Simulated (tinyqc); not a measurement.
A clean chain and dephasing by Buettiker voltage probes: two steps of the calculation.

Sites 1 to 6 form a chain with hopping -t. Lead L joins site 1 and lead R site 6, both semi-infinite chains with hopping -t and site energy 0. Every site carries a probe with self-energy -i Gamma_p/2 that draws no net current. Linear response at zero temperature: mu_L = 1, mu_R = 0 in units of the bias.

Inputs (values chosen for the exercise):
```
symbol,value,unit,meaning
gp,0.24,eV,probe broadening Gamma_p
```

Question 1. Transmissions between terminals. With Gamma the broadening by one lead, T_RL = Gamma^2 |G_(6,1)|^2, T_pL = Gamma Gamma_p |G_(p,1)|^2, T_pR = Gamma Gamma_p |G_(p,6)|^2, T_pq = Gamma_p^2 |G_(p,q)|^2 for p != q.

G (1/eV):
```
                         1                        2                        3                        4
1  -0.00454638-0.49183547i   0.44953213-0.01950551i   0.04715893+0.43594106i  -0.39250331+0.05744055i
2   0.44953213-0.01950551i   0.00065483-0.50388900i   0.49006667-0.03096197i   0.04463640+0.44198480i
3   0.04715893+0.43594106i   0.49006667-0.03096197i  -0.00186770-0.49784526i   0.45000513-0.01859844i
4  -0.39250331+0.05744055i   0.04463640+0.44198480i   0.45000513-0.01859844i  -0.00186770-0.49784526i
5  -0.07951640-0.38309661i  -0.43256485+0.06980408i   0.04463640+0.44198480i   0.49006667-0.03096197i
6   0.33858008-0.08620824i  -0.07951640-0.38309661i  -0.39250331+0.05744055i   0.04715893+0.43594106i

                         5                        6
1  -0.07951640-0.38309661i   0.33858008-0.08620824i
2  -0.43256485+0.06980408i  -0.07951640-0.38309661i
3   0.04463640+0.44198480i  -0.39250331+0.05744055i
4   0.49006667-0.03096197i   0.04715893+0.43594106i
5   0.00065483-0.50388900i   0.44953213-0.01950551i
6   0.44953213-0.01950551i  -0.00454638-0.49183547i
```

Gamma = 1.9974984 eV

Wanted: T_RL; T_pL; T_pR; T_pq.

Answer 1.

T_RL = 0.4871

```
probe    T_pL    T_pR
1      0.1160  0.0585
2      0.0971  0.0734
3      0.0922  0.0754
4      0.0754  0.0922
5      0.0734  0.0971
6      0.0585  0.1160
```

T_pq:
```
         1        2        3        4        5        6
1  0.00000  0.01166  0.01107  0.00906  0.00882  0.00703
2  0.01166  0.00000  0.01389  0.01137  0.01106  0.00882
3  0.01107  0.01389  0.00000  0.01168  0.01137  0.00906
4  0.00906  0.01137  0.01168  0.00000  0.01389  0.01107
5  0.00882  0.01106  0.01137  0.01389  0.00000  0.01166
6  0.00703  0.00882  0.00906  0.01107  0.01166  0.00000
```

Question 2. Current at both leads. In units of (2 q^2/h) times the bias, T_RL + sum_p T_pL (1 - mu_p) leaves L and T_RL + sum_p T_pR mu_p enters R.

T_RL = 0.48705264

```
probe        T_pL        T_pR        mu_p
1      0.11597770  0.05851951  0.62632218
2      0.09705906  0.07338931  0.55156311
3      0.09217348  0.07543749  0.53702630
4      0.07543749  0.09217348  0.46297370
5      0.07338931  0.09705906  0.44843689
6      0.05851951  0.11597770  0.37367782
```

Give: current leaving L; current entering R.

Answer 2.

current leaving L = 0.7342
current entering R = 0.7342

The two are equal: the probes conserve the current.

tinyqc, about 0.01 s, one thread, Intel Xeon 2.30GHz (shared host): `OMP_NUM_THREADS=1 python tinyqc.py 2700112 2700113 out.jsonl`
